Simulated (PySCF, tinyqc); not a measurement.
Worked calculation: FCI on RHF in the sto-6g basis, for H3-, spin multiplicity 1. The basis has no diffuse functions, so it cannot describe the extra electron: this is an exercise in the method, not the real anion. The lowest restricted solution is unstable here: a spin-polarised one lies 0.1554 hartree lower (PySCF). Computed by tinyqc, a small Python program that keeps every step (integrals from PySCF). Settings: charge = -1, multiplicity = 1, basis = sto-6g, method = RHF, energy threshold = 1e-10, iteration cap = 57, orthogonalisation = canonical, start = Wolfsberg-Helmholz matrix, DIIS depth = 6, ci = FCI, davidson = 1. Command: `OMP_NUM_THREADS=1 python tinyqc.py 27410 27411 out.jsonl` (the two numbers bound the seeds that draw the settings). One thread of a shared host (Intel(R) Xeon(R) Processor @ 2.60GHz), about 0.1 s of CPU time with the checks. The early iterations of the SCF are left out here.

## One-electron integrals

Geometry (angstrom):
```
atom,x,y,z
H,0.000000,0.000000,0.000000
H,0.000000,0.000000,1.342000
H,0.000000,1.162000,0.671000
```

Basis sto-6g: exponents (1/bohr^2) and contraction coefficients of normalised primitives:
```
element,l (shell),exponent,coefficient
H,s (1),35.523221,0.009164
H,s (1),6.513144,0.049361
H,s (1),1.822143,0.168538
H,s (1),0.625955,0.370563
H,s (1),0.243077,0.416492
H,s (1),0.100112,0.130334
```

Overlap, kinetic and nuclear-attraction integrals over the contracted functions; the nuclear repulsion is the sum of Za Zb / Rab.

nuclear repulsion = 1.18306439 hartree

overlap S, lower triangle:
```
,1H 1s,2H 1s,3H 1s
1H 1s,1.000000
2H 1s,0.320566,1.000000
3H 1s,0.320644,0.320644,1.000000
```

kinetic energy T (hartree), lower triangle:
```
,1H 1s,2H 1s,3H 1s
1H 1s,0.768522
2H 1s,0.028063,0.768522
3H 1s,0.028090,0.028090,0.768522
```

nuclear attraction V (hartree), lower triangle:
```
,1H 1s,2H 1s,3H 1s
1H 1s,-2.022180
2H 1s,-0.580541,-2.022180
3H 1s,-0.580702,-0.580702,-2.022230
```

core Hamiltonian H = T + V (hartree), lower triangle:
```
,1H 1s,2H 1s,3H 1s
1H 1s,-1.253658
2H 1s,-0.552479,-1.253658
3H 1s,-0.552612,-0.552612,-1.253708
```

## Two-electron integrals

Functions are numbered as in S; the eight-fold symmetry (ij|kl) = (ji|kl) = (kl|ij) leaves the list below.

Two-electron integrals (ij|kl) in chemists' order, unique and non-zero (hartree):
```
i,j,k,l,(ij|kl)
1,1,1,1,0.774999
2,1,1,1,0.179953
2,1,2,1,0.060477
2,2,1,1,0.381202
2,2,2,1,0.179953
2,2,2,2,0.774999
3,1,1,1,0.180007
3,1,2,1,0.052062
3,1,2,2,0.131280
3,1,3,1,0.060510
3,2,1,1,0.131280
3,2,2,1,0.052062
3,2,2,2,0.180007
3,2,3,1,0.052074
3,2,3,2,0.060510
3,3,1,1,0.381245
3,3,2,1,0.131259
3,3,2,2,0.381245
3,3,3,1,0.180007
3,3,3,2,0.180007
3,3,3,3,0.774999
```

## Orthogonalisation

S = U s U^T; canonical form X = U s^(-1/2), so that X^T S X = 1. Each column of U has its largest component positive (the first on a tie).

eigenvalues of S: 0.679330  0.679434  1.641236

X:
```
,1,2,3
1H 1s,-0.495345,0.857850,0.450653
2H 1s,-0.495345,-0.857850,0.450653
3H 1s,0.990609,0.000000,0.450689
```

## Iteration 8 (converged): orbitals

converged F (hartree), lower triangle:
```
,1H 1s,2H 1s,3H 1s
1H 1s,0.241708
2H 1s,-0.031897,0.241708
3H 1s,-0.201106,-0.201106,0.154464
```

Diagonalise F' = X^T F X, C = X C', fill 2 alpha and 2 beta electrons from the bottom; D = 2 C_occ C_occ^T. Each column has its largest component positive (the first on a tie).

F' = X^T F X (hartree), lower triangle:
```
,1,2,3
1,0.649263
2,0.000000,0.402695
3,-0.114473,0.000000,-0.046787
```

orbital energies (hartree): MO1 -0.065130, MO2 0.402695, MO3 0.667606

coefficients C:
```
,MO1,MO2,MO3
1H 1s,0.366603,0.857850,-0.560408
2H 1s,0.366603,-0.857850,-0.560408
3H 1s,0.601747,0.000000,0.906823
```

D after iteration 8, lower triangle:
```
,1H 1s,2H 1s,3H 1s
1H 1s,1.740608
2H 1s,-1.203018,1.740608
3H 1s,0.441204,0.441204,0.724198
```

## Convergence

Stop when the energy changes by less than 1e-10 hartree and every element of the error matrix X^T (F D S - S D F) X is below 3e-06.

Course of the cycle:
```
iteration,E (hartree),change,largest element of the error matrix
1,-0.90340797,-,2.16e-01
2,-0.93841889,-3.50e-02,6.97e-03
3,-0.93845295,-3.41e-05,2.74e-05
4,-0.93845295,-4.03e-10,1.32e-05
5,-0.93845295,-6.90e-11,8.67e-06
6,-0.93845295,-2.35e-11,6.46e-06
7,-0.93845295,-1.07e-11,5.14e-06
8,-0.93845295,-1.86e-11,1.18e-09
```

PySCF RHF in the same basis = -0.93845295 hartree

Converged in 8 iterations.

## Integrals over molecular orbitals

(pq|rs) = sum C_ip C_jq C_kr C_ls (ij|kl), one index at a time.

one-electron integrals over orbitals h = C^T H C (hartree), lower triangle:
```
,1,2,3
1,-1.427077
2,0.000000,-1.032005
3,0.063293,0.000000,-1.042089
```

Two-electron integrals over orbitals (pq|rs), unique and non-zero (hartree):
```
p,q,r,s,(pq|rs)
1,1,1,1,0.530913
2,1,2,1,0.114033
2,2,1,1,0.472533
2,2,2,2,0.603667
3,1,1,1,0.051506
3,1,2,2,-0.113722
3,1,3,1,0.169281
3,2,2,1,-0.112644
3,2,3,2,0.119344
3,3,1,1,0.527973
3,3,2,2,0.471187
3,3,3,1,0.064803
3,3,3,3,0.547840
```

## FCI: determinants and Hamiltonian

Hartree-Fock energy = -0.93845295 hartree

Slater-Condon rules over spin orbitals, with the nuclear repulsion added and E(HF) subtracted on the diagonal.

Occupation strings over the orbitals (2 doubly, a alpha, b beta, 0 empty; spin orbitals ordered 1a 1b 2a 2b ...): 220 2ab a2b 2ba b2a 202 ab2 ba2 022

H - E(HF) between determinants (hartree), lower triangle:
```
,220,2ab,a2b,2ba,b2a,202,ab2,ba2,022
220,0.000000
2ab,0.000000,-0.086932
a2b,0.000000,0.000000,0.374045
2ba,0.000000,-0.119344,0.000000,-0.086932
b2a,0.000000,0.000000,-0.169281,0.000000,0.374045
202,0.119344,0.000000,0.112644,0.000000,-0.112644,0.035268
ab2,0.000000,-0.112644,0.000000,0.178525,0.000000,0.000000,0.308326
ba2,0.000000,0.178525,0.000000,-0.112644,0.000000,0.000000,-0.114033,0.308326
022,0.169281,0.000000,0.013297,0.000000,-0.013297,0.114033,0.000000,0.000000,0.770898
```

## FCI: roots

Diagonalise (each vector has its largest component positive (the first on a tie)); all determinants have Ms = 0, so triplets appear too. The lowest singlet root is the correlation energy.

lowest roots of this matrix, relative to E(HF) (hartree): -0.216833  -0.123065  -0.123034  0.057086  0.204764  0.204850  0.577707  0.577805

lowest vectors:
```
,root 1,root 2,root 3,root 4
220,0.000000,0.724094,0.000000,0.654020
2ab,0.698199,0.000000,0.623779,0.000000
a2b,0.000000,0.114068,0.000000,-0.150175
2ba,0.698199,0.000000,-0.623779,0.000000
b2a,0.000000,-0.114068,0.000000,0.150175
202,0.000000,-0.668290,0.000000,0.678694
ab2,-0.111883,0.000000,0.333016,0.000000
ba2,-0.111883,0.000000,-0.333016,0.000000
022,0.000000,-0.055261,0.000000,-0.257929
```

<S^2> of these roots: 2.000000  0.000000  0.000000  0.000000  2.000000  2.000000  0.000000  0.000000

weight of the ground state by excitation level 0, 1, 2, ...: 0.000000  0.974964  0.025036

The lowest root is not a singlet, so the reference has no weight in it by spin; the weights shown are those of that root. A root of higher spin lies below E(HF).

## The lowest root by the Davidson method

Start from the reference; add the residual divided by (theta - H_ii), orthogonalised, at each step.

Davidson iterations:
```
iteration,subspace,lowest Ritz value (hartree),residual norm
1,1,0.00000000,2.07e-01
2,2,-0.10619149,1.04e-01
3,3,-0.12301469,5.77e-03
4,4,-0.12306546,3.97e-12
```
